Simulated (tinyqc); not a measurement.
Depolarisation shift: optical transitions of a finite quantum well.

Each carrier sees a square well of width L with its own depth V and masses m (inside), mb (outside); c = hbar^2/2m0, k = sqrt(m E/c), kappa = sqrt(mb (V - E)/c), and level n solves k L + 2 atan[(k/m)/(kappa/mb)] = n pi. The envelope is cos(kz) for odd n and sin(kz) for even n inside, joins exp(-kappa (|z| - L/2)) outside, and is normalised to 1. Excitons and band mixing are left out.

Constants: hbar^2/2m0 = 3.80998211 eV angstrom^2; e^2/(4 pi eps0) = 14.39964547 eV angstrom.

Inputs chosen for the exercise (near those of a GaAs well in AlGaAs; the results hold for these values, not for the real material): L = 52 angstrom (well width); Vc = 0.316 eV (conduction offset); me = 0.0688 m0 (electron, well); meb = 0.0994 m0 (electron, barrier); eps = 11.9 (background dielectric constant); Nss = (0.13, 0.33, 0.65, 1.3, 2, 2.6, 3.9) x 1e12/cm^2 (sheet densities).

The collective line lies at E12 sqrt(1 + a), a = 8 pi q (n1 - n2) S/(eps E12), q = e^2/(4 pi eps0), S = integral over z of (integral up to z of psi_1 psi_2)^2. Zero temperature with the mass me in both subbands: n1 - n2 = Ns until Ns reaches D E12, D = me/(2 pi c), and D E12 beyond. 1e12/cm^2 = 1e-4/angstrom^2; exchange and the static band bending by the charge are left out.

Line position:

| Ns (1e12/cm^2) | n1 - n2 | a | line (meV) | shift (meV) |
|---|---|---|---|---|
| 0.13 | 0.130 | 0.0080 | 205.13 | 0.82 |
| 0.33 | 0.330 | 0.0204 | 206.38 | 2.07 |
| 0.65 | 0.650 | 0.0401 | 208.37 | 4.06 |
| 1.3 | 1.300 | 0.0803 | 212.35 | 8.04 |
| 2.6 | 2.600 | 0.1605 | 220.10 | 15.79 |
| 3.9 | 3.900 | 0.2408 | 227.58 | 23.27 |

Give the missing row, Ns (1e12/cm^2) = 2.0.

Computed row:
```
Ns (1e12/cm^2)  n1 - n2       a  line (meV)  shift (meV)
2.0               2.000  0.1235      216.56        12.25
```

S = 4.148 angstrom
E12 = 204.31 meV

The upward shift grows from 0.82 to 23.27 meV, 11.4 % of E12 at most. For small a the shift is a E12/2, linear in Ns; in the last row that rule gives 24.60 meV. S/L = 0.0798, against 5/(9 pi^2) = 0.0563 for hard walls.

Computed by tinyqc, a small Python program: `OMP_NUM_THREADS=1 python tinyqc.py 1251229 1251230 out.jsonl` (the numbers bound the seed that draws the inputs); one thread of a shared host (Intel(R) Xeon(R) Processor @ 2.30GHz), about 0.6 s for the whole set of steps.
